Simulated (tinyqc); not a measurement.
# MOS capacitor on a p-type substrate, surface potential from the exact charge relation: two studies

Uniform p-type substrate, Boltzmann statistics, full ionisation, classical densities. psi is the surface potential against the body (positive when the bands bend down) and u = psi/Vt. Traps are spread evenly over the gap and neutral at flat band, so their charge is -q Dit psi; the minority quasi-Fermi level is shifted by Vb.

Values chosen for this exercise; band and dielectric values close to those of 4H silicon carbide: temperature T = 250 K; band gap Eg = 3.3 eV; relative permittivity eps_r = 9.56; conduction-band density of states at T Nc = 1.29e19 cm^-3; valence-band density of states at T Nv = 1.89e19 cm^-3; electron affinity chi = 3.62 eV; acceptor density of the substrate N = 3.2e18 cm^-3; relative permittivity of the gate insulator (close to aluminium oxide) eox = 8.75; insulator thickness tox = 5.2 nm; gate work function phiM = 3.92 eV; fixed charge at the interface, in units of q Nf = 0 cm^-2; density of interface traps Dit = 0 cm^-2 eV^-1; reverse bias of the inversion layer against the body Vb = 1.5 V.

Constants: q = 1.602176634e-19 C, kB = 1.380649e-23 J/K, Vt = kB T/q, eps0 = 8.8541878128e-14 F/cm where lengths are in cm. Results are converted to the units shown.

Each table varies one quantity; the others keep the values above.

## Capacitance-voltage curves

ni = sqrt(Nc Nv) exp(-Eg/(2 Vt)), Eg in volts; phiF = Vt ln(N/ni); Cox = eps0 eox/tox; Vfb = phiM - chi - (Eg - Vt ln(Nv/N)) - q Nf/Cox; Q0 = sqrt(2 eps0 eps_r q N Vt); r = (ni/N)^2 exp(-Vb/Vt); VT = Vfb + [(2 phiF + Vb)(1 + q Dit/Cox) + sqrt(2 eps0 eps_r q N (2 phiF + Vb))/Cox]. u = psi/Vt; F^2 = exp(-u) + u - 1 + r (exp(u) - u - 1); Qs = -sign(u) Q0 F; Cs = -dQs/dpsi = (Q0/Vt) |1 - exp(-u) + r (exp(u) - 1)|/(2 F). psi solves Vg = Vfb + psi + (q Dit psi - Qs)/Cox. Low frequency: 1/C_LF = 1/Cox + 1/(Cs + q Dit). High frequency, in the simple estimate in which traps and minority carriers do not follow: 1/C_HF = 1/Cox + 1/Cd, Cd being Cs with r = 0 at the same psi. Deep depletion: r = 0 and Dit = 0 both in the equation for psi and in Cs. Minority sheet density N_inv = (Q0/(2 q)) int_0^u r (exp(t) - 1)/F(t) dt for u > 0. N_inv under 1 cm^-2 is printed as 0. Regimes: accumulation when majority carriers gather, then depletion up to |psi| = phiF + Vb, weak inversion up to 2 phiF + Vb, strong inversion beyond.

Capacitance-voltage curves:

| Vg (V) | psi (V) | C_LF/Cox | C_HF/Cox | C_deep/Cox | N_inv (cm^-2) | regime |
|---|---|---|---|---|---|---|
| -3.9 | -0.09683 | 0.9536 | 0.9536 | 0.9536 | 0 | accumulation |
| -3.1 | -0.02849 | 0.8306 | 0.8306 | 0.8306 | 0 | accumulation |
| -2.31 | 0.3137 | 0.3664 | 0.3664 | 0.3664 | 0 | depletion |
| -1.51 | 0.8743 | 0.2529 | 0.2529 | 0.2529 | 0 | depletion |
| -0.71 | 1.493 | 0.2049 | 0.2049 | 0.2049 | 0 | depletion |
| 0.08 | 2.133 | 0.1771 | 0.1771 | 0.1771 | 0 | depletion |
| 0.88 | 2.800 | 0.1580 | 0.1580 | 0.1580 | 0 | depletion |
| 1.68 | 3.479 | 0.1439 | 0.1439 | 0.1439 | 0 | weak inversion |
| 2.47 | 4.160 | 0.1332 | 0.1332 | 0.1332 | 0 | weak inversion |
| 3.27 | 4.798 | 0.7594 | 0.1251 | 0.1245 | 6.209e11 | strong inversion |
| 4.07 | 4.857 | 0.9681 | 0.1245 | 0.1173 | 7.450e12 | strong inversion |

What does the table show?

C_LF/Cox is lowest, 0.133, at Vg = 2.47 V (weak inversion) among the rows listed and is 0.968 in the last row, where C_HF/Cox is 0.124 and the deep-depletion value 0.117. Vfb = -2.96 V, where C_HF/Cox = 0.751 (Cox in series with eps0 eps_r/LD), and VT = 3.13 V. Over the last two rows psi moves by only 0.073 V a volt of gate bias, since the inversion charge screens the body. In strong accumulation and inversion degeneracy and confinement, left out here, lower the capacitance.

## Effect of the gate work function on threshold and swing

ni = sqrt(Nc Nv) exp(-Eg/(2 Vt)), Eg in volts; phiF = Vt ln(N/ni); Cox = eps0 eox/tox; Vfb = phiM - chi - (Eg - Vt ln(Nv/N)) - q Nf/Cox; VT = Vfb + [(2 phiF + Vb)(1 + q Dit/Cox) + sqrt(2 eps0 eps_r q N (2 phiF + Vb))/Cox]. gamma = sqrt(2 eps0 eps_r q N)/Cox; Wm = sqrt(2 eps0 eps_r (2 phiF + Vb)/(q N)); m = 1 + (eps0 eps_r/Wm + q Dit)/Cox; swing m Vt ln 10; Cmin/Cox = 1/(1 + Cox Wm/(eps0 eps_r)).

The same in every row: 2 phiF (V) = 3.2317; gamma (V^0.5) = 0.62531; Wm (nm) = 39.527; m = 1.1437; swing (mV/decade) = 56.735; Cmin/Cox = 0.12567.

Effect of the gate work function on threshold and swing:

| phiM (eV) | Vfb (V) | VT (V) |
|---|---|---|
| 3.62 | -3.2617 | 2.8302 |
| 3.82 | -3.0617 | 3.0302 |
| 4.02 | -2.8617 | 3.2302 |
| 4.22 | -2.6617 | 3.4302 |
| 4.42 | -2.4617 | 3.6302 |
| 4.62 | -2.2617 | 3.8302 |
| 4.82 | -2.0617 | 4.0302 |

What does the comparison show?

As phiM goes from 3.62 to 4.82, VT rises from 2.83 to 4.03 V, the swing stays at 56.7 mV/decade and Cmin/Cox stays at 0.126. The whole change of VT is that of Vfb: the curve shifts rigidly.

Program tinyqc, `OMP_NUM_THREADS=1 python tinyqc.py 2060173 2060174 out.jsonl`; Intel Xeon 2.30GHz, shared host, one thread, about 0.01 s.
